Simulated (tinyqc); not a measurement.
Three-phonon processes in a diatomic chain: dispersion, energy and momentum conservation, and decay channels of optical phonons: one step, computed by the program tinyqc.

Cell length a, two atoms, one spring constant. x = q a/pi runs from -1 to 1; A and O are the acoustic and optical branches. Matrix elements are not computed: only conservation laws and occupation factors are followed.

Question. Dispersion. omega^2 = k (1/m + 1/M) -/+ k sqrt((1/m + 1/M)^2 - 4 sin^2(pi x/2)/(m M)); nu = 15.6333042 THz x sqrt(omega^2) for eV/(angstrom^2 u).

Inputs (values chosen for the exercise, for a model chain): light mass m = 27 u; heavy mass M = 110 u; spring constant k = 7.8 eV/angstrom^2.

Constants: nu for 1 eV/(angstrom^2 u) = 15.6333042 THz.

Give: the table «Branches» with the columns nu_A (THz), nu_O (THz), for x = 0.10, 0.20, 0.35, 0.50, 0.65, 0.80, 0.90, 1.00.

Answer.

Branches:

| x | nu_A (THz) | nu_O (THz) |
|---|---|---|
| 0.10 | 0.827 | 13.24 |
| 0.20 | 1.643 | 13.16 |
| 0.35 | 2.821 | 12.96 |
| 0.50 | 3.903 | 12.67 |
| 0.65 | 4.830 | 12.35 |
| 0.80 | 5.517 | 12.06 |
| 0.90 | 5.792 | 11.93 |
| 1.00 | 5.887 | 11.88 |
